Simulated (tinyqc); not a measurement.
Read current of a NAND string, cells in series solved by shooting: one step of the calculation.

Cells in series, numbered from 0 at the source line (0 V) to the bit line, each followed by a gap resistance Rg. A cell with gate Vg, threshold VT, source Vs and drain Vd passes I = 2 nf K Vt^2 [F(Vs) - F(Vd)]/(1 + th max(Vg - VT, 0)), F(V) = ln^2(1 + exp((Vg - VT - nf V)/(2 nf Vt))). The selected cell has Vg = Vr, the others Vg = Vp.

Question. Node voltages for a trial current. For a trial current I start at 0 V and, cell by cell (the selected one is cell 2), solve for the drain: sqrt(F(Vd)) = sqrt(F(Vs) - I/k), k = 2 nf K Vt^2/(1 + th max(Vg - VT, 0)), Vd = [Vg - VT - 2 nf Vt ln(exp(sqrt F) - 1)]/nf, then add I Rg.

Parameters, values chosen for the exercise; values of the order met in vertical NAND strings: temperature T = 300 K; gain factor of a cell K = 5.3 uA/V^2; slope factor nf = 1.2; mobility reduction factor th = 0.19 1/V; resistance of the gap between cells Rg = 9.1 kohm; bit-line voltage Vbl = 0.5 V; pass voltage Vp = 7.8 V; read voltage on the selected word line Vr = 3.19 V.

Constants: q = 1.602176634e-19 C, kB = 1.380649e-23 J/K, Vt = kB T/q. Results are converted to the units shown.

second trial current = 0.82 uA
thresholds from the source end, cell 0 to 4 (V): [-0.7, -0.7, 2.1, -0.7, -0.7]

Find: node voltage after each cell and gap, trial 2.

Answer.

node voltage after each cell and gap, trial 2, cell 0 to 4 (V): [0.05522, 0.1108, 0.3459, 0.4036, 0.4617]

tinyqc, about 0.4 s, one thread, Intel Xeon 2.30GHz (shared host): `OMP_NUM_THREADS=1 python tinyqc.py 2142212 2142213 out.jsonl`
